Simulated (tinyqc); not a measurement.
Nuclear against electronic stopping over energy: ion implantation: universal nuclear stopping, Lindhard-Scharff electronic stopping and a Gaussian range profile. Computed by tinyqc, a small Python program. Command: `OMP_NUM_THREADS=1 python tinyqc.py 3005236 3005237 out.jsonl implant walk`. One thread of a shared host (Intel(R) Xeon(R) Processor @ 2.30GHz), about 0.05 s of CPU time with the checks.

An ion slows by elastic collisions with screened nuclei and by friction with electrons; channelling is ignored and the target is uniform.

Inputs (values chosen for the exercise, modelled on boron ions in copper):

| quantity | value | unit |
|---|---|---|
| ion atomic number Z1 | 5 | - |
| ion mass M1 | 11 | u |
| target atomic number Z2 | 29 | - |
| target mass M2 | 63.55 | u |
| target density N | 84.9 | 1/nm^3 |
| scale factor of electronic stopping k | 1.3 | - |

Method:
- Reduced energy eps = 32.53 M2 E/(Z1 Z2 (M1 + M2)(Z1^0.23 + Z2^0.23)), E in keV; s_n = ln(1 + 1.1383 eps)/(2 (eps + 0.01321 eps^0.21226 + 0.19593 eps^0.5)) for eps up to 30 and ln(eps)/(2 eps) above; S_n = 8.462 Z1 Z2 M1 s_n/((M1 + M2)(Z1^0.23 + Z2^0.23)) in 1e-15 eV cm^2.
- S_e = k 3.83 Z1^(7/6) Z2/(Z1^(2/3) + Z2^(2/3))^(3/2) sqrt(E/M1) in 1e-15 eV cm^2, E in keV.
- Path length R = int_0^E dE'/(N (S_n + S_e)); energy lost to nuclei nu = int_0^E S_n/(S_n + S_e) dE' (both with E' = E y^3 and 64 Gauss-Legendre points in y).

Stopping (1e-15 eV cm^2) and range:

| E (keV) | eps | S_n | S_e | R (nm) | nu/E |
|---|---|---|---|---|---|
| 1 | 5.2867e-02 | 13.928 | 6.55 | 9.93 | 0.71577 |
| 2 | 1.0573e-01 | 16.009 | 9.26 | 15.05 | 0.68561 |
| 5 | 2.6433e-01 | 17.552 | 14.64 | 27.20 | 0.62554 |
| 10 | 5.2867e-01 | 17.269 | 20.71 | 43.90 | 0.56102 |
| 20 | 1.0573e+00 | 15.541 | 29.28 | 72.23 | 0.47830 |
| 50 | 2.6433e+00 | 11.667 | 46.30 | 140.77 | 0.34826 |
| 100 | 5.2867e+00 | 8.471 | 65.48 | 230.02 | 0.24939 |
| 200 | 1.0573e+01 | 5.720 | 92.60 | 366.77 | 0.16504 |
| 500 | 2.6433e+01 | 3.131 | 146.42 | 651.97 | 0.08645 |

What does the comparison show, and why?

Nuclear stopping peaks near 5 keV among these rows (eps = 0.26; the universal curve peaks near 0.3). Electronic stopping overtakes it between 5 and 10 keV. The path length grows as E^0.60 at the low end and E^0.63 at the high end; constant stopping would give E^1, and stopping that rises with E, be it nuclear (below its peak) or electronic, gives a lower exponent.

Extremes, crossings and ranges named in words are read from the listed rows.
